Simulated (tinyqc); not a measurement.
Thermal displacements in the Debye model: Debye-Waller factors, bond-length spread and the Lindemann rule: one step, computed by the program tinyqc.

A Debye spectrum with three branches of one velocity, cut at k_B Theta; 4 atoms per cube, nearest neighbours at d = 0.707107 a.

Question. Recoil-free fraction. A nucleus of this mass is supposed to emit a gamma ray of the energy chosen: recoil energy E_R = E^2/(2 M c^2), wave number k_g = E/(hbar c), recoil-free fraction f = exp(-k_g^2 <u_x^2>).

Inputs (values chosen for the exercise, modelled on lead): atomic mass M = 207.2 u; Debye temperature Theta = 93 K; temperature T = 20 K; gamma-ray energy E = 23.9 keV.

Structure: fcc.

<u_x^2> = 0.002443605 angstrom^2

Constants: e = 1.602176634e-19 C; u = 1.6605390666e-27 kg; c = 299792458 m/s; hbar = 6.582119569e-16 eV s; k_B = 8.617333262e-05 eV/K.

Give: recoil energy; k_g; recoil-free fraction f.

Answer.

recoil energy = 1.4798 meV

k_g = 12.112 1/angstrom

recoil-free fraction f = 0.69874
